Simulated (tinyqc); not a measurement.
p-n junction with a stepped n side, non-linear Poisson equation by Newton steps: one step of the calculation.

One dimension, p side on the left, n side on the right; net doping C = -Na for x < 0, +N1 for 0 < x < L1 and +Nd beyond. The potential psi is counted from the intrinsic level, and the quasi-Fermi potentials are flat: 0 for holes and -V for electrons, so n = ni exp((psi + V)/Vt) and p = ni exp(-psi/Vt) (Boltzmann statistics, full ionisation, no current). Under reverse bias this makes the minority densities vanishingly small everywhere; they play no part in the charge.

Question. Converged densities, field and charge. n and p as above; field E_i = -(psi_(i+1) - psi_i)/h_i on each interval; charge on either side of the peak Q = eps0 eps_r |E|max (Gauss).

Inputs (values chosen for the exercise); band and dielectric values close to those of silicon: temperature T = 300 K; relative permittivity eps_r = 11.9; bias of the p side against the n side V = -4.1 V.

Constants: q = 1.602176634e-19 C, kB = 1.380649e-23 J/K, Vt = kB T/q, eps0 = 8.8541878128e-14 F/cm where lengths are in cm. Results are converted to the units shown.

```
node  x (nm)  converged psi (V)  net doping C (cm^-3)
0      -64.4         -0.4982124               -2.5e18
1      -52.6         -0.4982121               -2.5e18
2      -41.9         -0.4982064               -2.5e18
3      -32.3         -0.4981165               -2.5e18
4      -23.7         -0.4969349               -2.5e18
5        -16         -0.4843746               -2.5e18
6      -9.03         -0.3924488               -2.5e18
7       -2.8         -0.1565864               -2.5e18
8        2.8          0.1813454                2.6e17
9       11.2          0.6649961                2.6e17
10      23.8          1.3381667                2.6e17
11      42.7          2.2302350                2.6e17
12        71          3.3019272                2.6e17
13       113          4.3087609                2.6e17
14       177          4.5021140                8.5e16
15       272          4.5106469                8.5e16
16       415          4.5107954                8.5e16
17       630          4.5107966                8.5e16
```

ni = 1.0674329e10 cm^-3

Find: n; p; field E; peak |E|; charge Q.

Answer.

```
node   n (cm^-3)   p (cm^-3)
0     6.0502e-68   2.5000e18
1     6.0503e-68   2.5000e18
2     6.0516e-68   2.4994e18
3     6.0727e-68   2.4907e18
4     6.3567e-68   2.3795e18
5     1.0333e-67   1.4638e18
6     3.6184e-66   4.1801e16
7     3.3177e-62   4.5591e12
8     1.5770e-56    9.5912e6
9     2.1029e-48    0.071928
10    4.2814e-37  3.5329e-13
11    4.1464e-22  3.6479e-28
12     4.1813e-4  3.6175e-46
13     3.4306e13  4.4090e-63
14     6.0752e16  2.4897e-66
15     8.4509e16  1.7898e-66
16     8.4996e16  1.7796e-66
17     8.5000e16  1.7795e-66
```

field E, interval 0 to 16 (kV/cm): [0.00, -0.01, -0.09, -1.37, -16.31, -131.89, -378.59, -603.45, -575.77, -534.26, -471.99, -378.69, -239.72, -30.21, -0.90, -0.01, 0.00]
peak |E| = 603.45 kV/cm
charge Q = 635.82 nC/cm^2

Computed by the program tinyqc: `OMP_NUM_THREADS=1 python tinyqc.py 2000033 2000034 out.jsonl`, one thread of a shared Intel Xeon 2.30GHz, about 0.03 s for the whole run.
